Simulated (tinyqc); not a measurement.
What moves the results: armchair graphene nanoribbon in tight binding. A value that a table varies takes the place of the one given here.

An armchair ribbon of N dimer lines, width (N - 1) sqrt3 acc/2, period 3 acc, one pz orbital a site. In line n, A_n binds to B_n with -t exp(ik/3), times (1 + d) in the two edge lines, and to B_(n-1) and B_(n+1) with -t exp(-ik/6); k runs from -pi to pi. For d = 0 the modes across the ribbon are sin(n p pi/(N + 1)), p = 1 to N, with E = -/+ t sqrt(1 + 4 c^2 + 4 c cos(k/2)), c = cos(p pi/(N + 1)).

Constants: hbar^2/2m0 = 3.80998211 eV angstrom^2.

Parameters, chosen for this exercise (near those used for graphene; the results hold for these values, not for the real material): t = 2.54 eV (hopping); acc = 1.42 angstrom (bond length); N0 = 23 (first width); d1 = 0.12 (edge correction); N = 6 (dimer lines); d = 0.16 (relative strengthening of the edge bonds); k = 0.39 (k times the period 3 acc).

## Three families of gaps

Nine widths from N0 on, gaps at k = 0 with d = 0 and d = d1.

Gaps:

| N | family | width (angstrom) | gap, d = 0 (eV) | gap, d1 (eV) | gap x (N + 1) sqrt3 acc/2 (eV angstrom) |
|---|---|---|---|---|---|
| 23 | 3p+2 | 27.05 | 0.0000 | 0.0722 | 2.13 |
| 24 | 3p | 28.28 | 0.3640 | 0.2983 | 9.17 |
| 25 | 3p+1 | 29.51 | 0.3584 | 0.4283 | 13.69 |
| 26 | 3p+2 | 30.74 | 0.0000 | 0.0641 | 2.13 |
| 27 | 3p | 31.97 | 0.3254 | 0.2665 | 9.18 |
| 28 | 3p+1 | 33.20 | 0.3210 | 0.3833 | 13.67 |
| 29 | 3p+2 | 34.43 | 0.0000 | 0.0577 | 2.13 |
| 30 | 3p | 35.66 | 0.2943 | 0.2408 | 9.18 |
| 31 | 3p+1 | 36.89 | 0.2906 | 0.3468 | 13.65 |

Without edge correction the 3p+2 ribbons have no gap and the other two families nearly share one curve. With it the mean of the last column is 13.67 for 3p+1, 9.18 for 3p and 2.13 eV angstrom for 3p+2: the stronger edge bonds raise the gap of 3p+1, lower that of 3p and open one in 3p+2. Within a family the gap falls about as 1/width. One-electron gaps of this kind leave out the self-energy and exciton terms, which are large in narrow ribbons.

## Mass and gap go together

Nine widths from N0 on. Lowest conduction band for d = d1: m/m0 = c q^2/(E(q) - E(0)) with q = h/(3 acc), h = 0.001, c = hbar^2/2m0. Dirac rule: m = Eg/(2 v^2), that is m/m0 = c Eg/(hbar v)^2 with hbar v = 3 t acc/2.

Masses:

| N | gap (eV) | mass (m0) | Dirac rule (m0) |
|---|---|---|---|
| 23 | 0.0722 | 0.0093 | 0.0094 |
| 24 | 0.2983 | 0.0358 | 0.0388 |
| 25 | 0.4283 | 0.0593 | 0.0557 |
| 26 | 0.0641 | 0.0083 | 0.0083 |
| 27 | 0.2665 | 0.0323 | 0.0347 |
| 28 | 0.3833 | 0.0527 | 0.0499 |
| 29 | 0.0577 | 0.0074 | 0.0075 |
| 30 | 0.2408 | 0.0294 | 0.0313 |
| 31 | 0.3468 | 0.0474 | 0.0451 |

The ratio of mass to the Dirac rule runs from 0.92 (N = 24) to 1.06 (N = 25). Its mean is 0.93 for N = 3p, 1.06 for 3p+1 and 0.99 for 3p+2: the lowest modes of 3p and 3p+1 lie on opposite sides of the Dirac point, where the velocity along the ribbon differs. The largest gap (N = 25) and the heaviest mass (N = 25) belong to one ribbon.

## What each parameter does

Gap at k = 0, lowest positive level at k, and highest level at k = 0. Each row changes one parameter from the base and keeps the others.

Results:

| case | gap (eV) | lowest level at k (eV) | top of the band (eV) |
|---|---|---|---|
| base | 0.9865 | 0.7498 | 7.1645 |
| t = 2.667 eV | 1.0358 | 0.7873 | 7.5227 |
| N = 7 | 1.5252 | 0.8831 | 7.2661 |
| d = 0.21 | 0.9089 | 0.7271 | 7.1811 |
| k = 0.312 | 0.9865 | 0.6691 | 7.1645 |

The largest shifts from the base row, up to three for each result and ties (the steps differ in size, so this ranks the rows, not the parameters). gap (eV): N +0.5387, d -0.0776, t +0.0493; unchanged at the printed digits by k. lowest level at k (eV): N +0.1333, k -0.0807, t +0.0375. top of the band (eV): t +0.3582, N +0.1015, d +0.0166; unchanged at the printed digits by k.

Program tinyqc; command `OMP_NUM_THREADS=1 python tinyqc.py 1482817 1482818 out.jsonl`; about 0.05 s on one thread of a shared Intel(R) Xeon(R) Processor @ 2.30GHz.
